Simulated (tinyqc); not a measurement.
# Interface traps from C-V curves, high-low and Terman methods: what changes with what

MOS capacitor on an n-type substrate; psi is the band bending, negative in depletion; only majority carriers are counted. At the bending psi the Fermi level lies y = xi - psi below the conduction edge at the surface, xi = Vt ln(Nc/Nd). Dit(y) = D0 + D1 exp(-y/E1); traps fill up to the Fermi level, follow the bias and a slow signal, and do not follow a fast one. V is the gate voltage from flat band.

Values chosen for this exercise; band and dielectric values close to those of gallium arsenide:

| symbol | value | unit | meaning |
|---|---|---|---|
| T | 300 | K | temperature |
| eps_r | 13 |  | relative permittivity |
| Nc | 4.42e17 | cm^-3 | conduction-band density of states at T |
| Nd | 4.4e16 | cm^-3 | donor density |
| EOT | 24 | nm | equivalent oxide thickness |
| D0 | 4.1e10 | cm^-2 eV^-1 | trap density far from the band edge |
| D1 | 1.9e11 | cm^-2 eV^-1 | band-tail density at the conduction edge |
| E1 | 0.13 | eV | decay energy of the tail |

Constants: q = 1.602176634e-19 C, kB = 1.380649e-23 J/K, Vt = kB T/q, eps0 = 8.8541878128e-14 F/cm where lengths are in cm. Results are converted to the units shown.

Each table varies one quantity; the others keep the values above.

## Effect of the oxide thickness on the signal

Cox = 3.9 eps0/EOT, LD = sqrt(eps0 eps_r Vt/(q Nd)), u = psi/Vt, Cd = (eps0 eps_r/(sqrt(2) LD)) |exp(u) - 1|/sqrt(exp(u) - u - 1). Ideal V0 = psi - sqrt(2) (eps0 eps_r Vt/LD) sqrt(exp(u) - u - 1)/Cox for psi < 0; the traps add dV = (q/Cox) times the integral of Dit from 0 to psi = (q/Cox) [D0 psi + D1 E1 exp(-xi/E1) (exp(psi/E1) - 1)]. 1/C_HF = 1/Cox + 1/Cd, 1/C_LF = 1/Cox + 1/(Cd + q Dit). All at psi = -0.326 V.

Result of one run:
```
EOT (nm)  dV (mV)  C_HF (nF/cm^2)  C_LF (nF/cm^2)  (C_LF - C_HF)/Cox (%)
14         -18.00           79.02           82.69                  1.490
```

What becomes of these results when the equivalent oxide thickness EOT is changed from 14 to 2.5 nm, all else the same?

Result of the changed run:
```
EOT (nm)  dV (mV)  C_HF (nF/cm^2)  C_LF (nF/cm^2)  (C_LF - C_HF)/Cox (%)
2.5        -3.214           107.2           114.1                 0.4984
```

The whole series:
```
EOT (nm)  dV (mV)  C_HF (nF/cm^2)  C_LF (nF/cm^2)  (C_LF - C_HF)/Cox (%)
1.4        -1.800           111.0           118.4                 0.2999
2.5        -3.214           107.2           114.1                 0.4984
4.4        -5.656           101.3           107.4                 0.7794
8          -10.28           91.59           96.57                  1.153
14         -18.00           79.02           82.69                  1.490
26         -33.42           61.99           64.23                  1.687
46         -59.13           45.62           46.82                  1.600
```

The stretch-out grows in proportion to the EOT, from -1.80 to -59.1 mV, so thin oxides leave Terman's method little to read; the high-low gap goes from 0.300 through a maximum of 1.69 (at EOT = 26 nm among the rows listed) to 1.60 % of Cox.

## Subthreshold swing with traps

Same model as above.

At psi = -0.326 V the swing of a transistor with this gate would be S = Vt ln 10 (1 + (Cd + q Dit)/Cox), Dit as above.

Results:
```
D0 (cm^-2 eV^-1)  Dit (cm^-2 eV^-1)  q Dit/Cox  S (mV/decade)
8.5e9                      1.828e10    0.02036          108.8
2.5e10                     3.478e10    0.03873          109.9
7.3e10                     8.278e10    0.09218          113.1
6.2e11                     6.298e11     0.7013          149.4
1.8e12                     1.810e12      2.015          227.6
5.3e12                     5.310e12      5.913          459.6
1.5e13                     1.501e13      16.71           1103
```

Estimate the missing row, D0 = 2.1e11 cm^-2 eV^-1.

Computed row:
```
D0 (cm^-2 eV^-1)  Dit (cm^-2 eV^-1)  q Dit/Cox  S (mV/decade)
2.1e11                     2.198e11     0.2447          122.2
```

With this row back in the table: S rises from 109 to 1100 mV/decade; without traps it is 108. The traps add 10 mV/decade at Dit = 1.51e11 cm^-2 eV^-1 and equal Cox at 8.98e11.

Numbers from tinyqc (`OMP_NUM_THREADS=1 python tinyqc.py 2030114 2030115 out.jsonl`; about 0.01 s on one thread of a shared Intel Xeon 2.30GHz).
